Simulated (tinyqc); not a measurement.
# Long-channel MOSFET, surface-potential model: two studies

n-channel transistor on a uniformly doped p-type body, gradual-channel approximation, constant mobility, Boltzmann statistics, full ionisation. Potentials are counted from the neutral body; V is the electron quasi-Fermi potential, Vsb at the source and Vsb + Vds at the drain. Charges are magnitudes per area.

Inputs (values chosen for the exercise); material values those of a made-up semiconductor: temperature T = 300 K; band gap Eg = 1.27 eV; relative permittivity of the semiconductor eps_r = 9.24; conduction-band density of states at T Nc = 2.12e19 cm^-3; valence-band density of states at T Nv = 3.32e19 cm^-3; acceptor density of the body Na = 6.9e17 cm^-3; relative permittivity of the gate insulator eox = 3.87; insulator thickness tox = 4.7 nm; flat-band voltage Vfb = -0.75 V; channel mobility mu = 200 cm^2/(V s); gate width W = 5 um; gate length L = 5 um; source-body reverse bias Vsb = 0 V; gate-source voltage Vgs = 1.29 V; drain-source voltage Vds = 2 V.

Constants: q = 1.602176634e-19 C, kB = 1.380649e-23 J/K, Vt = kB T/q, eps0 = 8.8541878128e-14 F/cm where lengths are in cm. Results are converted to the units shown.

Each table varies one quantity; the others keep the values above.

## Effect of the acceptor density of the body

ni = sqrt(Nc Nv) exp(-Eg/(2 Vt)), Eg in volts; phiF = Vt ln(Na/ni); Cox = eps0 eox/tox; gamma = sqrt(2 q eps0 eps_r Na)/Cox. The surface potential psi at channel potential V solves Vgs + Vsb - Vfb - psi = gamma sqrt(G), G = psi - Vt + Vt exp((psi - 2 phiF - V)/Vt). Charge sheet: Qi = Cox gamma [sqrt(G) - sqrt(psi - Vt)]; I = mu (W/L) [integral of Qi dpsi from psi_0 to psi_L (drift) + Vt (Qi0 - QiL) (diffusion)], with psi_0 at V = Vsb and psi_L at V = Vsb + Vds. VT = Vfb + 2 phiF + gamma sqrt(2 phiF + Vsb), m = 1 + gamma/(2 sqrt(2 phiF + Vsb)). The swing is 20 mV/log10[I(VT - 0.14 V)/I(VT - 0.16 V)] of the charge-sheet current at the given Vds.

Result of one run:
```
Na (cm^-3)	gamma (V^0.5)	VT (V)	m	swing (mV/decade)	I at Vgs, Vds (uA)
4.4e17	0.4658	0.7872	1.226	75.16	9.491
```

What becomes of these results when the acceptor density of the body Na is changed from 4.4e17 to 1.5e18 cm^-3, all else the same?

Result of the changed run:
```
Na (cm^-3)	gamma (V^0.5)	VT (V)	m	swing (mV/decade)	I at Vgs, Vds (uA)
1.5e18	0.8601	1.282	1.406	86.58	0.05452
```

The whole series:
```
Na (cm^-3)	gamma (V^0.5)	VT (V)	m	swing (mV/decade)	I at Vgs, Vds (uA)
6.9e16	0.1845	0.3932	1.094	66.75	36.48
1.3e17	0.2532	0.4976	1.127	68.84	27.51
2.4e17	0.3441	0.6253	1.170	71.56	18.27
4.4e17	0.4658	0.7872	1.226	75.16	9.491
8.1e17	0.6321	0.9994	1.303	80.01	2.674
1.5e18	0.8601	1.282	1.406	86.58	0.05452
2.8e18	1.175	1.666	1.547	95.60	8.814e-6
```

As Na goes from 6.9e16 to 2.8e18 cm^-3, VT rises from 0.393 to 1.67 V, the swing rises from 66.8 to 95.6 mV a decade and the current falls from 36.5 to 8.81e-6 uA. The swing is 2.5 % above m Vt ln 10 in the first row and 3.8 % above it in the last. The gate voltage is below VT in 1 of the 7 rows. For Na = 6.9e16 to 8.1e17 cm^-3 the surface electron density at the source passes 0.3 Nc, where degeneracy and quantisation, left out here, matter.

## Effect of the insulator thickness

Same model as above.

Effect of the insulator thickness:
```
tox (nm)	gamma (V^0.5)	VT (V)	m	swing (mV/decade)	I at Vgs, Vds (uA)
1.6	0.1986	0.5378	1.095	66.64	71.73
2.1	0.2607	0.6024	1.125	68.58	44.54
2.8	0.3475	0.6927	1.167	71.28	24.03
3.8	0.4717	0.8218	1.227	75.13	9.969
5.2	0.6454	1.002	1.310	80.51	2.358
7	0.8688	1.235	1.418	87.44	0.1029
9.4	1.167	1.545	1.561	96.73	8.697e-5
```

As tox goes from 1.6 to 9.4 nm, VT rises from 0.538 to 1.54 V, the swing rises from 66.6 to 96.7 mV a decade and the current falls from 71.7 to 8.70e-5 uA. The swing is 2.2 % above m Vt ln 10 in the first row and 4.1 % above it in the last. The gate voltage is below VT in 1 of the 7 rows. For tox = 1.6 to 5.2 nm the surface electron density at the source passes 0.3 Nc, where degeneracy and quantisation, left out here, matter.

Numbers from tinyqc (`OMP_NUM_THREADS=1 python tinyqc.py 2360091 2360092 out.jsonl`; about 0.03 s on one thread of a shared Intel Xeon 2.30GHz).
